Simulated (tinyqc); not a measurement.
# CMOS latch-up, two-transistor model, step by step

tinyqc, about 0.04 s, one thread, Intel Xeon 2.30GHz (shared host): `OMP_NUM_THREADS=1 python tinyqc.py 2670032 2670033 out.jsonl` Printed values are rounded.

A parasitic pnp (emitter at Vdd, base shunted by Rw) and npn (emitter at ground, base shunted by Rs) feed each other: the npn collector current flows out of the pnp base node, the pnp collector current into the npn base node. Forward-active transistors with constant gains: Icn = Isn exp(Vn/Vt), Icp = Isp (exp(Vp/Vt) - 1). A current Ii is injected into the npn base node.

Parameters, values chosen for the exercise; values close to those of bulk CMOS: temperature T = 400 K; current gain of the npn bn = 22.7; current gain of the pnp bp = 2.3; saturation current of the npn at T Isn = 3.1e-11 A; saturation current of the pnp at T Isp = 6.7e-11 A; substrate resistance shunting the npn Rs = 97 ohm; well resistance shunting the pnp Rw = 820 ohm; resistance from the pnp collector to the npn base R2 = 470 ohm; base-emitter voltage in the on state Von = 0.62 V; saturation voltage Vsat = 0.18 V; supply voltage Vdd = 3.3 V; current injected into the substrate Ii = 5.13 mA.

Constants: q = 1.602176634e-19 C, kB = 1.380649e-23 J/K, Vt = kB T/q. Results are converted to the units shown.

## Holding current and voltage

On state with both base-emitter voltages at Von: npn base current Ib = (Von/Rs + bp Von/Rw)/(bn bp - 1), holding current Ih = (bn + 1) Ib + Von/Rs, holding voltage Vh = Vsat + Von + R2 (Ib + Von/Rs).

bn bp = 52.21
Ib = 0.158773 mA
Ih = 10.1547 mA
Vh = 3.87875 V

Vh is above Vdd = 3.3 V, so the supply cannot sustain a latched state.

## The off branch

Vn, point 0 to 7 (V): 0.377  0.457  0.507  0.537  0.557  0.577  0.592  0.607

Node equations: Vp/Rw + Icp/bp = Icn and Vn/Rs + Icn/bn = Icp + Ii. Loop gain G = gn gp/[(1/Rw + gp/bp)(1/Rs + gn/bn)], gn = Icn/Vt, gp = (Icp + Isp)/Vt; the off state ends where G = 1, and Ii there is the trigger current. For each Vn: Icn, then Vp from the first equation, then Ii from the second.

```
point   Icn (mA)     Vp (V)   Icp (mA)  Ii (mA)          G
0      0.0017432  0.0014294  2.8369e-9   3.8867  8.1482e-9
1       0.017754   0.014559  3.5213e-8   4.7121  1.2122e-7
2       0.075732   0.062100  3.3898e-7   5.2301  2.0391e-6
3        0.18083    0.14828  4.8793e-6   5.5440  5.8561e-5
4        0.32304    0.26484  1.4544e-4   5.7564  0.0030211
5        0.57709    0.45880   0.040428   5.9334     1.0278
6        0.89173    0.54668    0.51760   5.6248     4.3791
7         1.3779    0.58407     1.5310   4.7874     7.1649
```

Ii peaks at 5.933 mA, at Vn = 0.5769 V where G = 1; beyond it the loop feeds itself.

## Iteration 1: response to the injected current, once round the loop per iteration

Vn at the start = 0.43 V

Icn = Isn exp(Vn/Vt); Vp solves Vp/Rw + Icp/bp = Icn; Vn(new) solves Vn/Rs + (Isn/bn) exp(Vn/Vt) = Icp + Ii.

Icn = 0.00811191 mA
Vp = 0.00665176 V
Icp = 1.42612e-8 mA
Vn after iteration 1 = 0.497365 V

## Iteration 2: response to the injected current, once round the loop per iteration

As before.

Icn = 0.0572649 mA
Vp = 0.0469572 V
Icp = 1.94643e-7 mA
Vn after iteration 2 = 0.497365 V

## Course of the iteration: response to the injected current, once round the loop per iteration

Stop when Vn changes by less than 1e-9 V, or after 150 iterations. Vn must stay below 1.1 V.

Course of the iteration:
```
iteration    Vn (V)  |change| (V)
1          0.497365        0.0674
2          0.497365       1.74e-8
3          0.497365      1.73e-14
```

Converged in 3 iterations. The change falls from 0.067 in the first iteration to below the tolerance in the last. An off state exists, since Ii is below the trigger current, the largest Ii that the node equations allow, 5.933 mA.
